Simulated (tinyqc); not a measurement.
What each parameter does: inter-valley coupling by envelope functions against a chain of atomic planes.

Chain: E(phi) = e0 + 2 v cos(phi) + 2 u cos(2 phi), cos(phi0) = -v/(4u), e0 = 2u + v^2/(4u); plane j = 0, 1, ... has the potential V_j = dE x_j + F (j - 30) a/4 (1 MV/m = 1e-4 V/angstrom). There are 30 barrier planes a side; with y = j - 29.5, x_j = xb (f(y) + f(Nw - y)), f(y) = 1/(1 + exp(y/L)), plus any Ge added in the well. The valley splitting is the spacing of the two lowest levels. Envelope theory: F_j solves a one-valley chain with hopping -b and diagonal 2b + V_j, b = 4u sin^2(phi0), sum F_j^2 = 1; the valleys couple by Dv = sum_j F_j^2 V_j exp(-2 i phi0 j) and split by 2|Dv|.

Values chosen for the exercise (near those of the Delta valleys of silicon in a SiGe well; not measured data):

| symbol | value | unit | meaning |
|---|---|---|---|
| a | 5.431 | angstrom | lattice constant; planes lie a/4 apart |
| u | 0.597 | eV | second-neighbour hopping |
| v | 0.614 | eV | nearest hopping |
| Nw | 44 |  | planes in the well |
| L | 1 | planes | interface width |
| xb | 0.33 |  | Ge fraction of the barriers |
| dE | 0.55 | eV | offset per unit Ge fraction |
| F | 2 | MV/m | field |
| js | 52 |  | plane j of a Ge spike (the well starts at j = 30) |
| xs | 0.13 |  | Ge fraction added on that plane |

Chain with the spike on plane js. Each row changes one parameter from the base and keeps the others.

Results:

| case | level (meV) | splitting (micro-eV) |
|---|---|---|
| base | 16.901 | 4732.5 |
| Nw = 50 | 15.611 | 4403.0 |
| L = 1.5 planes | 17.619 | 4906.4 |
| xb = 0.38 | 17.164 | 4809.2 |
| dE = 0.605 eV | 17.278 | 5181.2 |
| F = 4 MV/m | 21.899 | 4408.9 |
| js = 55 | 16.564 | 4055.6 |
| xs = 0.169 | 17.470 | 5869.0 |

The largest shifts from the base row, up to three for each result and ties (the steps differ in size, so this ranks the rows, not the parameters). level (meV): F +4.997, Nw -1.290, L +0.717. splitting (micro-eV): xs +1136.5, js -676.9, dE +448.8.

(tinyqc, `OMP_NUM_THREADS=1 python tinyqc.py 1451914 1451915 out.jsonl`, Intel(R) Xeon(R) Processor @ 2.30GHz, 1 thread, shared host, about 0.05 s.)
